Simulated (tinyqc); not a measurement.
Bias dependence of the times: oxide trap near a transistor channel: two-state multiphonon kinetics, telegraph noise and bias instability. Computed by tinyqc, a small Python program. Command: `OMP_NUM_THREADS=1 python tinyqc.py 3025788 3025789 out.jsonl oxidetrap walk`. One thread of a shared host (Intel(R) Xeon(R) Processor @ 2.30GHz), about 0.01 s of CPU time with the checks.

An n-channel device under positive gate bias. The trap is empty (state 1) or holds an electron (state 2); both states are parabolas of equal curvature, and the electron reservoir is taken at the Fermi level of the channel.

Inputs (values chosen for the exercise, with an insulator like Si3N4 on silicon): insulator constant eps_ox = 7.48; trap depth x from the interface = 1.2 nm; tunnel barrier phi_b = 2.17 eV; tunnelling mass m_ox = 0.41 m_0; trap level above E_F at zero field E_t = 0.73 eV; relaxation energy E_R = 1.5 eV; oxide field F = 6.8 MV/cm; attempt rate k_0 at the interface = 8e+11 1/s; temperature T = 400 K.

Parts treated: one trap and an ensemble.

Constants: hbar^2/(2 m_0) = 3.80998212 eV angstrom^2; k_B = 8.617333262e-05 eV/K.

Method. kappa = sqrt(2 m_ox phi_b)/hbar = sqrt(m_ox phi_b/(hbar^2/2m_0)); attenuation length lambda = 1/(2 kappa); factor exp(-x/lambda) for a rectangular barrier. E_21 = E_t - e F x is the energy of state 2 over state 1; barriers E_c = (E_R + E_21)^2/(4 E_R), E_e = E_c - E_21; tau_c = exp(E_c/k_B T)/(k_0 P), tau_e = exp(E_e/k_B T)/(k_0 P), P the tunnelling factor; occupation f_2 = tau_e/(tau_c + tau_e); 1/tau_0 = 1/tau_c + 1/tau_e.

tunnelling factor = 9.18727e-06

Against field:
```
F (MV/cm)  E_21 (eV)   tau_c (s)   tau_e (s)         f_2
0.00          0.7300  3.7701e+03  2.3920e-06  6.3446e-10
2.04          0.4852  2.5674e+01  1.9781e-05  7.7046e-07
4.08          0.2404  3.1212e-01  2.9203e-04  9.3473e-04
5.44          0.0772  2.2770e-02  2.4249e-03  9.6244e-02
6.80         -0.0860  2.1492e-03  2.6051e-02  9.2379e-01
8.16         -0.2492  2.6244e-04  3.6209e-01  9.9928e-01
10.20        -0.4940  1.8151e-05  3.0411e+01  1.0000e+00
```

What follows from these numbers?

ln(tau_c/tau_e) falls by e x/k_B T = 3.481 per MV/cm, which measures the depth x if the change of surface potential with bias is left aside. Over these rows tau_c shortens by 8.32 decades and tau_e lengthens by 7.10; the two share the shift almost equally, as the first and last E_21 average to little against E_R. The times cross at F = E_t/(e x) = 6.08 MV/cm. Caution: a field 1.5 times as high comes near the usual breakdown field of such an insulator. Caution: the field lowers the tunnel barrier appreciably over the trap depth, so the rectangular barrier understates the rate.

Extremes, crossings and ranges named in words are read from the listed rows.
